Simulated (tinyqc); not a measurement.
# Changing the carrier flow F2

Model: precursor delivery by bubblers, mass-transport growth and the solid composition of a III-V alloy. Computed by tinyqc, a small Python program. Command: `OMP_NUM_THREADS=1 python tinyqc.py 3003696 3003697 out.jsonl movpe_thermo sweep`. One thread of a shared host (Intel(R) Xeon(R) Processor @ 2.30GHz), about 0.01 s of CPU time with the checks.

1 sccm = 44.615 micromol/min; 1 torr = 133.322 Pa. The sources decompose fully at the surface.

Inputs (values chosen for the exercise, modelled on trimethylgallium (source 1) and trimethylindium (source 2) for the vapour pressures):
```
quantity                                                                                                  value        unit
bath temperature T1                                                                                         259           K
bath temperature T2                                                                                         295           K
bubbler pressure p_b                                                                                       1000        torr
carrier flow F1                                                                                              32        sccm
total flow F_t                                                                                              9.4         slm
group-V flow F_V                                                                                             65        sccm
reactor pressure p                                                                                           76        torr
growth temperature T                                                                                        880           K
diffusivity at 273 K and 760 torr                                                                          0.42      cm^2/s
flow cross-section A                                                                                         21        cm^2
distance from the leading edge z                                                                            3.7          cm
lattice constant a                                                                                         5.54    angstrom
interaction L0 of the solid                                                                                20.1      kJ/mol
log10 of p_B,eq over pure BC at 1000 K and 1 torr of group V (exaggerated: liquid indium has about -4.1)     -2  log10 torr
enthalpy of that equilibrium H                                                                              262      kJ/mol
```

Alloy: mixing on the group-III sites, with desorption of B.

constants a, b of source 1 (log10 torr, K): 8.086  1703

constants a, b of source 2 (log10 torr, K): 10.53  3014

Constants: k_B = 1.380649e-23 J/K; R = 8.314462618 J/(mol K).

Method:
- log10 p_v = a - b/T_bath; molar flow = F x 44.615 x p_v/(p_b - p_v) for a saturated bubbler.
- p_i = p n_i/(44615 F_t), F_t in slm; p_V = p F_V/(1000 F_t), counted per molecule supplied; V/III = 44.615 F_V/(n1 + n2); vapour fraction of source 2 = n2/(n1 + n2).
- Mean velocity u = (F_t/A)(760/p)(T/273); D = D0 (T/273)^1.75 (760/p); boundary layer delta = sqrt(pi D z/u); flux = D dp/(delta k_B T); growth rate = flux x a^3/4.
- A sticks fully. B desorbs: its surface pressure is p_B* = x gamma_B K/sqrt(p_V), ln gamma_B = L0 (1 - x)^2/(R T), K = 10^(log10 K at 1000 K) exp[-(H/R)(1/T - 1/1000)], p_V in torr. With equal diffusivities x = (p_2 - p_B*)/(p_1 + p_2 - p_B*). Growth rate = rate per torr x p_1/(1 - x).

One run for each value:
```
carrier flow F2 (sccm)  solid fraction x  vapour fraction of source 2  growth rate (micrometre/h)  V/III ratio
4.9                               0.0071                       0.0093                       3.805        60.07
8.3                               0.0120                       0.0157                       3.824        59.69
14.0                              0.0203                       0.0262                       3.856        59.05
24.0                              0.0351                       0.0441                       3.915        57.96
40.0                              0.0587                       0.0714                       4.013        56.31
68.0                              0.0997                       0.1156                       4.196        53.63
120.0                             0.1709                       0.1874                       4.557        49.27
200.0                             0.2642                       0.2777                       5.134        43.80
```

Over the rows, solid fraction x rises from 0.00707 to 0.264 (exponent d ln y / d ln x 1.0 between the first rows and 0.85 between the last); vapour fraction of source 2 rises from 0.00933 to 0.278 (exponent d ln y / d ln x 0.99 between the first rows and 0.77 between the last); growth rate (micrometre/h) rises from 3.80 to 5.13 (exponent d ln y / d ln x 0.0095 between the first rows and 0.23 between the last).

Caution (all rows): the boundary layer is a quarter or more of the root of the cross-section, so it fills much of the channel and depletion along the flow matters. Caution (rows 200): x lies inside the spinodal of the bulk alloy, 2 L0 x (1 - x) > R T; only kinetics or coherency strain keep such a layer uniform.

Extremes, crossings and ranges named in words are read from the listed rows.
